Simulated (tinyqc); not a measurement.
Free and trapped electrons in a MOS channel with a dense trap tail: two steps of the calculation.

p-type body, charge-sheet picture, full ionisation (an idealisation for deep acceptors), Boltzmann statistics for free electrons. e = Ec - EF at the surface. Acceptor-like traps of density D(E) = D0 + De exp(-E/Ew) at depth E below Ec, from 0 to Eu, hold n_t = integral of D(E)/(1 + exp((e - E)/Vt)). psi = Eg - Vt ln(Nv/Na) - e; N_dep = sqrt(2 eps0 eps_r Na (psi - Vt)/q); n_f = sqrt(N_dep^2 + 2 eps0 eps_r Vt Nc exp(-e/Vt)/q) - N_dep; Vg = Vfb + psi + q (N_dep + n_t + n_f)/Cox, Cox = eps0 eox/tox.

Inputs (values chosen for the exercise); band and dielectric values close to those of 4H silicon carbide:
- T = 475 K (temperature)
- Eg = 3.28 eV (band gap)
- eps_r = 9.7 (relative permittivity)
- Nc = 3.39e19 cm^-3 (conduction-band density of states at T)
- Nv = 5.02e19 cm^-3 (valence-band density of states at T)
- eox = 3.9 (relative permittivity of the insulator)
- tox = 29 nm (insulator thickness)
- Na = 1e17 cm^-3 (acceptor density)
- Vfb = -2.36 V (flat-band voltage without trapped charge)
- D0 = 1.3e11 cm^-2 eV^-1 (constant background density of acceptor-like traps)
- De = 7.1e12 cm^-2 eV^-1 (density of the tail at the conduction edge)
- Ew = 0.14 eV (decay energy of the tail)
- Eu = 0.63 eV (depth below Ec down to which the traps reach)
- mf = 89 cm^2/(V s) (mobility of free electrons)
- e = 0.19 eV (Ec - EF at the surface)

Constants: q = 1.602176634e-19 C, kB = 1.380649e-23 J/K, Vt = kB T/q, eps0 = 8.8541878128e-14 F/cm where lengths are in cm. Results are converted to the units shown.

Task 1. Trapped charge. Trapezoid rule on 16 equal steps from 0 to Eu, f = 1/(1 + exp((e - E)/Vt)).

Find: E; D(E) f; n_t.

Result 1.

```
point   E (eV)  D(E) f (cm^-2 eV^-1)
0            0              6.903e10
1      0.03938              1.351e11
2      0.07875              2.586e11
3       0.1181              4.690e11
4       0.1575              7.581e11
5       0.1969              1.013e12
6       0.2362              1.091e12
7       0.2756              9.982e11
8       0.3150              8.388e11
9       0.3544              6.826e11
10      0.3937              5.526e11
11      0.4331              4.507e11
12      0.4725              3.726e11
13      0.5119              3.133e11
14      0.5513              2.684e11
15      0.5906              2.345e11
16      0.6300              2.089e11
```

n_t = 3.377e11 cm^-2

Task 2. Charges and gate voltage. psi, N_dep, n_f and Vg as defined, with the n_t given; free share n_f/(n_f + n_t); apparent mobility mf n_f/(n_f + n_t); gate voltage spent on traps q n_t/Cox.

n_t = 3.3765099e11 cm^-2

Find: psi; N_dep; n_f; Vg; free share; apparent mobility; gate voltage spent on traps.

Result 2.

psi = 2.835 V
N_dep = 1.731e12 cm^-2
n_f = 4.094e10 cm^-2
Vg = 3.314 V
free share = 10.81 %
apparent mobility = 9.625 cm^2/(V s)
gate voltage spent on traps = 0.4543 V

Program tinyqc, `OMP_NUM_THREADS=1 python tinyqc.py 2222115 2222116 out.jsonl`; Intel Xeon 2.30GHz, shared host, one thread, about 0.02 s.
